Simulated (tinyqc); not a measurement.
Effective-mass impurity with a central-cell term, in a basis of Slater functions: one step, computed by the program tinyqc.

The envelope obeys H = -nabla^2 - (2/r) [Z + A exp(-kappa r)] in effective units, with kappa = a*/lambda; positive A deepens the well near the core.

Question. Matrices over the s basis. zeta_i = zeta_1 beta^(i-1), i = 1..n. For s functions exp(-zeta r), with s = zeta_i + zeta_j: S = 2/s^3, T = zeta_i zeta_j S, V = -2 Z/s^2, W = -2 A/(s + kappa)^2; each function is normalised by dividing by sqrt(S_ii S_jj).

Inputs (values chosen for the exercise, for a model semiconductor): charge Z of the core = 1; central-cell strength A = 1.3; basis size n = 5; smallest exponent zeta_1 = 0.35 1/a*; ratio beta of exponents = 2.8.

Impurity: acceptor, one isotropic band.

kappa = 3.330486 1/a*

Give: exponents; overlap S; kinetic T; Coulomb V; central cell W.

Answer.

exponents (1/a*): [0.35, 0.98, 2.744, 7.6832, 21.51296]

overlap S:
$$\begin{pmatrix}
1.000 & 0.683 & 0.254 & 0.068 & 0.016 \\
0.683 & 1.000 & 0.683 & 0.254 & 0.068 \\
0.254 & 0.683 & 1.000 & 0.683 & 0.254 \\
0.068 & 0.254 & 0.683 & 1.000 & 0.683 \\
0.016 & 0.068 & 0.254 & 0.683 & 1.000
\end{pmatrix}$$

kinetic T (Ry*):
$$\begin{pmatrix}
0.1225 & 0.2343 & 0.2442 & 0.1830 & 0.1191 \\
0.2343 & 0.9604 & 1.837 & 1.914 & 1.435 \\
0.2442 & 1.837 & 7.529536 & 14.40 & 15.01 \\
0.1830 & 1.914 & 14.40 & 59.03 & 112.9 \\
0.1191 & 1.435 & 15.01 & 112.9 & 462.8
\end{pmatrix}$$

Coulomb V (Ry*):
$$\begin{pmatrix}
-0.7 & -0.9085 & -0.7866 & -0.5467 & -0.3458 \\
-0.9085 & -1.96 & -2.544 & -2.202 & -1.531 \\
-0.7866 & -2.544 & -5.488 & -7.123 & -6.167 \\
-0.5467 & -2.202 & -7.123 & -15.3664 & -19.94 \\
-0.3458 & -1.531 & -6.167 & -19.94 & -43.02592
\end{pmatrix}$$

central cell W (Ry*):
$$\begin{pmatrix}
-0.02745 & -0.09619 & -0.2372 & -0.3551 & -0.3385 \\
-0.09619 & -0.3497 & -0.9215 & -1.494 & -1.510 \\
-0.2372 & -0.9215 & -2.763 & -5.319 & -6.198 \\
-0.3551 & -1.494 & -5.319 & -13.49 & -20.89 \\
-0.3385 & -1.510 & -6.198 & -20.89 & -48.19
\end{pmatrix}$$

Caution: the effective Bohr radius is only a few bond lengths, so the envelope approximation is rough.
